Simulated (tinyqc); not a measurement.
Decay across the direct gap: complex band structure along [001] in sp3s* tight binding.

For k = (0, 0, kz) the phase sums are g0 = cos(phi) and g3 = i sin(phi), phi = kz a/4, and the s, pz, s* orbitals of anion (a) and cation (c) decouple from px, py. With z = exp(i phi), H(z) = H0 + z T + T^T/z for any complex z. H0 is diagonal (Esa, Epa, Exa, Esc, Epc, Exc). The anion-cation block is B(z) = z U + W/z and the cation-anion block z W^T + U^T/z, where U has Vss/2 (s,s), Vsapc/2 (s,z), -Vscpa/2 (z,s), Vxx/2 (z,z), Vxapc/2 (s*,z), -Vpaxc/2 (z,s*), and W has the same values with the s-z and s*-z signs reversed. |z| = 1 is a band state, |z| < 1 decays along [001] as exp(-kappa d) over a distance d, kappa = -(4/a) ln|z|. No spin-orbit coupling.

Constants: hbar^2/2m0 = 3.80998211 eV angstrom^2.

Values chosen for the exercise (out of a larger set: near a published set for GaAs, fitted to gaps, whose masses and valley positions are rough (light masses up to twice too heavy); not measured data): p = (-8.405, 1.044, -2.643, 3.678, 8.523, 6.718, -6.427, 1.943, 5.109, 4.468, 5.772, 4.821, 4.826) eV (order Esa, Epa, Esc, Epc, Exa, Exc, Vss, Vxx, Vxy, Vsapc, Vscpa, Vxapc, Vpaxc); a = 5.651 angstrom (lattice constant).

Ev = 0.01372 eV
EG (direct gap) = 1.50547 eV

masses of this model, from the curvature at Gamma (m0): m_lh 0.08707, m_e 0.11527

kappa of the imaginary branch at Gamma against three formulas: parabolic from the valence edge, sqrt(m_lh E/c); parabolic from the conduction edge, sqrt(m_e (EG - E)/c); two-band (Franz), sqrt(m E (1 - E/EG)/c) with m = 2 m_lh m_e/(m_lh + m_e). E from Ev; c = hbar^2/2m0.

kappa (1/angstrom):
```
E/EG  E (eV)  tight binding  parabolic, valence  parabolic, conduction  two-band
0.05  0.0753         0.0406              0.0415                 0.2080    0.0432
0.15  0.2258         0.0672              0.0718                 0.1968    0.0707
0.25  0.3764         0.0823              0.0927                 0.1848    0.0857
0.35  0.5269         0.0917              0.1097                 0.1721    0.0944
0.50  0.7527         0.0979              0.1312                 0.1509    0.0990
0.65  0.9786         0.0954              0.1495                 0.1263    0.0944
0.75  1.1291         0.0880              0.1606                 0.1067    0.0857
0.85  1.2797         0.0739              0.1710                 0.0827    0.0707
0.95  1.4302         0.0460              0.1808                 0.0477    0.0432
```

The branch joins the light-hole and conduction bands and peaks, among these rows, at E/EG = 0.50 with kappa = 0.0979 1/angstrom. At mid-gap the parabola from the conduction edge is +54 % off and the two-band form +1.1 %; over 5 nm the parabola would misstate exp(-2 kappa d) by a factor 200.

Program tinyqc; command `OMP_NUM_THREADS=1 python tinyqc.py 1450862 1450863 out.jsonl`; about 0.01 s on one thread of a shared Intel(R) Xeon(R) Processor @ 2.30GHz.
